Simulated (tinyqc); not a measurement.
Pump-down curve: gas flow in a process chamber: flow regimes, conductance, effective pumping speed, pump-down, outgassing and purge. Computed by tinyqc, a small Python program. Command: `OMP_NUM_THREADS=1 python tinyqc.py 3120139 3120140 out.jsonl pump walk`. One thread of a shared host (Intel(R) Xeon(R) Processor @ 2.30GHz), about 0.09 s of CPU time with the checks.

Ideal gas, isothermal flow, a pump of constant speed at the end of a round pipe; process gas, volume gas and outgassing are given the same properties. 1 sccm = 101325 Pa x 1e-6 m^3/60 s x T/273.15 K.

Inputs (values chosen for the exercise, modelled on nitrogen near room temperature):
```
quantity                     value            unit
molar mass M                 28.01           g/mol
molecular diameter            0.37              nm
viscosity eta                 17.8   micropascal s
temperature T                  300               K
chamber volume V                36               L
wall area                      3.6             m^2
pipe diameter d                  4              cm
pipe length l                   11              cm
pump speed S                    20             L/s
outgassing rate after 1 h  1.9e-05  Pa m^3/(s m^2)
outgassing exponent n          0.9               -
starting pressure p0          1900              Pa
```

Constants: k_B = 1.380649e-23 J/K; u = 1.6605390666e-27 kg.

Method:
- Mean speed c = sqrt(8 k_B T/(pi m)); aperture conductance C_a = c pi d^2/16; molecular pipe C_m = C_a/(1 + 3 l/(4 d)) (Dushman form); viscous pipe C_v = pi d^4 p_mean/(128 eta l); Knudsen interpolation C = C_v + C_m (1 + x)/(1 + 1.24 x), x = d p_mean sqrt(m/(k_B T))/eta.
- Effective speed 1/S_eff = 1/S + 1/C_m; time constant V/S_eff; pressure at which the free path k_B T/(sqrt2 pi d_m^2 p) equals d.
- Pump-down: V dp/dt = -S_eff(p) p + q(t) A, with S_eff = S p_2/p, where p_2 solves C((p + p_2)/2) (p - p_2) = S p_2 at each moment, and q(t) = q_1 (1 h/(t + 10 s))^n; integrated adaptively. At long times p = q(t) A/S_eff.
- S_eff(p) is tabulated at 260 pressures and interpolated in ln p. Comparison columns: p0 exp(-t/time constant) with the molecular S_eff (0 below 1e-26 p0), and the outgassing limit.

time constant = 2.53695 s

S_eff in molecular flow = 14.1903 L/s

Pressure against time:
```
t (s)       p (Pa)  S_eff (L/s)  volume gas only (Pa)  outgassing limit (Pa)
0.3     1.6085e+03       19.992            1.6881e+03             9.3796e-01
1       1.0907e+03       19.989            1.2810e+03             8.8406e-01
3       3.5984e+02       19.965            5.8236e+02             7.6066e-01
10      8.3120e+00       18.741            3.6887e+01             5.1619e-01
30      2.9257e-01       14.309            1.3903e-02             2.7662e-01
100     1.1468e-01       14.072            1.4454e-14             1.1130e-01
300     4.4473e-02       14.082                     0             4.3804e-02
1000    1.5220e-02       14.139                     0             1.5130e-02
3600    4.8175e-03       14.172                     0             4.8082e-03
20000   1.0299e-03       14.186                     0             1.0295e-03
100000  2.4196e-04       14.189                     0             2.4193e-04
```

What follows from these numbers?

From t = 30 s on the pressure is within 20 % of the outgassing limit, which falls only as (t + 10 s)^-0.9: walls, not volume, set the time to base pressure. Early on viscous flow raises S_eff to 20.0 L/s, 1.4 times its molecular value.
